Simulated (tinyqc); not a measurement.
# FinFET, parasitic resistance, capacitance and delay: several studies

Nf fins under one contact; each has gated perimeter p = 2 Hf + Wf and cross-section A = Hf Wf; contact width Wc = Nf pf, stack height Hs = Hf. Contact length Lc = CPP - Lg - 2 Lsp, shared by two neighbouring gates. Source and drain sides are equal. The formulas are first-order estimates, not field solutions.

Inputs (values chosen for the exercise); values close to those of silicon logic devices: temperature T = 300 K; number of fins Nf = 1; fin height Hf = 35 nm; fin width Wf = 6 nm; fin pitch pf = 42 nm; contacted gate pitch CPP = 51 nm; gate length Lg = 16 nm; spacer length Lsp = 7 nm; relative permittivity of the spacer ks = 7; gate height above the channel stack Hc = 15 nm; contact resistivity rc = 1.2e-9 ohm cm^2; resistivity of the source-drain epitaxy re = 0.00034 ohm cm; current-carrying depth of the epitaxy te = 25 nm; resistivity of the extension rx = 0.00043 ohm cm; gate overlap Lov = 2 nm; inversion capacitance Cinv = 3.2 uF/cm^2; injection velocity vx = 1e7 cm/s; apparent mobility mu = 150 cm^2/(V s); threshold at zero drain voltage VT = 0.27 V; barrier lowering dl = 0.071 V/V; subthreshold factor n = 1.22; wire load Cw = 0.27 fF; supply voltage Vdd = 0.8 V.

Constants: q = 1.602176634e-19 C, kB = 1.380649e-23 J/K, eps0 = 8.8541878128e-12 F/m, Vt = kB T/q. Results are converted to the units shown.

Each table varies one quantity; the others keep the values above.

## Effect of the fin height

Epitaxy sheet resistance Rsh = re/te, transfer length LT = sqrt(rc/Rsh), contact Rc = [sqrt(rc Rsh)/Wc] coth(Lc/(2 LT)); extension of one fin Rx = rx Lsp/A. With N fins: gate Cg = Cinv p N Lg; per side, plate Cp = ks eps0 [Wc (Hs + Hc) - N A]/Lsp, top fringe Cf = (2/pi) ks eps0 Wc ln(1 + Lg/(2 Lsp)), overlap Co = Cinv p N Lov. One fin: I = p Q vx u/(1 + |u|^1.8)^(1/1.8), Q = Cinv n Vt ln(1 + exp((Vg' - VT + dl Vd')/(n Vt))), u = Vd' mu/(vx Lg), Vg' = Vgs - v, Vd' = Vds - 2 v, with the drop on each side v = Rc (sum of I) + Rx I. Ieff = [I(Vgs = Vdd, Vds = Vdd/2) + I(Vdd/2, Vdd)]/2, total currents. With Cs = Cp + Cf + Co, the load of an inverter of two such devices driving an equal one is CL = 2 (Cg + 2 Cs) + 4 Cs + Cw (own drains counted twice for the Miller effect); delay CL Vdd/(2 Ieff).

The same in every row: Rc (ohm) = 283.3.

Effect of the fin height:

| Hf (nm) | Rx/N (ohm) | Ieff (uA) | CL (aF) | delay (ps) |
|---|---|---|---|---|
| 20 | 250.8 | 47.79 | 446.4 | 3.736 |
| 30 | 167.2 | 67.22 | 502.6 | 2.991 |
| 40 | 125.4 | 85.78 | 558.8 | 2.606 |
| 50 | 100.3 | 103.5 | 615.0 | 2.376 |
| 60 | 83.61 | 120.5 | 671.3 | 2.229 |
| 70 | 71.67 | 136.7 | 727.5 | 2.129 |
| 80 | 62.71 | 152.2 | 783.7 | 2.060 |
| 90 | 55.74 | 166.9 | 839.9 | 2.013 |

What does the table show?

As Hf goes from 20 to 90 nm, Ieff rises from 47.8 to 167 uA, CL rises from 446 to 840 aF and the delay falls from 3.74 to 2.01 ps. From the first row to the last Ieff grows by a factor of 3.49 and CL by 1.88; the first step changes the delay by -20 %, the last by -2.3 %.

## Effect of the number of fins

Same model as above.

Effect of the number of fins:

| Nf | Rc (ohm) | Rx/N (ohm) | Ieff (uA) | CL (aF) | delay (ps) |
|---|---|---|---|---|---|
| 1 | 283.3 | 143.3 | 76.60 | 530.7 | 2.771 |
| 2 | 141.7 | 71.67 | 153.2 | 791.4 | 2.066 |
| 3 | 94.45 | 47.78 | 229.8 | 1052 | 1.831 |
| 4 | 70.84 | 35.83 | 306.4 | 1313 | 1.714 |
| 5 | 56.67 | 28.67 | 383.0 | 1574 | 1.643 |
| 6 | 47.22 | 23.89 | 459.6 | 1834 | 1.596 |

What does the table show?

As Nf goes from 1 to 6, Ieff rises from 76.6 to 460 uA, CL rises from 531 to 1830 aF and the delay falls from 2.77 to 1.60 ps. From the first row to the last Ieff grows by a factor of 6.00 and CL by 3.46; the first step changes the delay by -25 %, the last by -2.9 %.

## Effect of the wire load

Same model as above.

The same in every row: Rc (ohm) = 283.3; Rx/N (ohm) = 143.3; Ieff (uA) = 76.60.

Result of one run:

| Cw (fF) | CL (aF) | delay (ps) |
|---|---|---|
| 0.02 | 280.7 | 1.466 |

What becomes of these results when the wire load Cw is changed from 0.02 to 2 fF, all else the same?

Result of the changed run:

| Cw (fF) | CL (aF) | delay (ps) |
|---|---|---|
| 2 | 2261 | 11.80 |

The whole series:

| Cw (fF) | CL (aF) | delay (ps) |
|---|---|---|
| 0.02 | 280.7 | 1.466 |
| 0.043 | 303.7 | 1.586 |
| 0.093 | 353.7 | 1.847 |
| 0.2 | 460.7 | 2.406 |
| 0.43 | 690.7 | 3.607 |
| 0.93 | 1191 | 6.217 |
| 2 | 2261 | 11.80 |

As Cw goes from 0.02 to 2 fF, Ieff stays at 76.6 uA, CL rises from 281 to 2260 aF and the delay rises from 1.47 to 11.8 ps.

Computed by the program tinyqc: `OMP_NUM_THREADS=1 python tinyqc.py 2170007 2170008 out.jsonl`, one thread of a shared Intel Xeon 2.30GHz, about 0.02 s for the whole run.
